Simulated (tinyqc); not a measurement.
What each parameter does: conduction-band anticrossing with a localised impurity level.

Host conduction band EM(k) = Eg - al x + c k^2/mM, c = hbar^2/2m0, coupled to a flat level EI by V = C sqrt(x): H = [[EM, V], [V, EI]], E+/- = (EM + EI)/2 +/- sqrt((EM - EI)^2/4 + V^2). The host weight of a state at E is f = 1/(1 + V^2/(E - EI)^2), and its mass at k = 0 is mM/f. The gap is E-(0), the valence top staying at 0.

Constants: hbar^2/2m0 = 3.80998211 eV angstrom^2.

Values chosen for the exercise (host near GaAs; not measured data):

| symbol | value | unit | meaning |
|---|---|---|---|
| Eg | 1.527 | eV | gap at Gamma to the s-like level |
| mM | 0.0661 | m0 | mass of the host band |
| EI | 1.739 | eV | impurity level, from the valence top of the host |
| C | 2.61 | eV | coupling |
| al | 0.58 | eV | linear shift of the host edge |
| x | 0.0029 |  | impurity fraction |

At k = 0.

One parameter was then changed.

Results before and after:

| case | E- (eV) | E+ (eV) | gap (eV) | mass (m0) |
|---|---|---|---|---|
| base | 1.4556 | 1.8087 | 1.4556 | 0.0824 |
| changed | 1.4384 | 1.8259 | 1.4384 | 0.0852 |

Which of these changes was made? (a) al = 1.08 eV; (b) C = 3.0015 eV; (c) x = 0.00246; (d) EI = 1.789 eV; (e) mM = 0.05619 m0; (f) Eg = 1.577 eV.

Answer: (b) C = 3.0015 eV. Of the candidates, run in turn, only this one gives the changed row.

All candidates:

| case | E- (eV) | E+ (eV) | gap (eV) | mass (m0) |
|---|---|---|---|---|
| base | 1.4556 | 1.8087 | 1.4556 | 0.0824 |
| EI = 1.789 eV | 1.4644 | 1.8499 | 1.4644 | 0.0785 |
| al = 1.08 eV | 1.4544 | 1.8084 | 1.4544 | 0.0822 |
| Eg = 1.577 eV | 1.4945 | 1.8198 | 1.4945 | 0.0879 |
| C = 3.0015 eV | 1.4384 | 1.8259 | 1.4384 | 0.0852 |
| x = 0.00246 | 1.4645 | 1.8001 | 1.4645 | 0.0808 |
| mM = 0.05619 m0 | 1.4556 | 1.8087 | 1.4556 | 0.0700 |

(tinyqc, `OMP_NUM_THREADS=1 python tinyqc.py 1051178 1051179 out.jsonl`, Intel(R) Xeon(R) Processor @ 2.30GHz, 1 thread, shared host, about 0.01 s.)
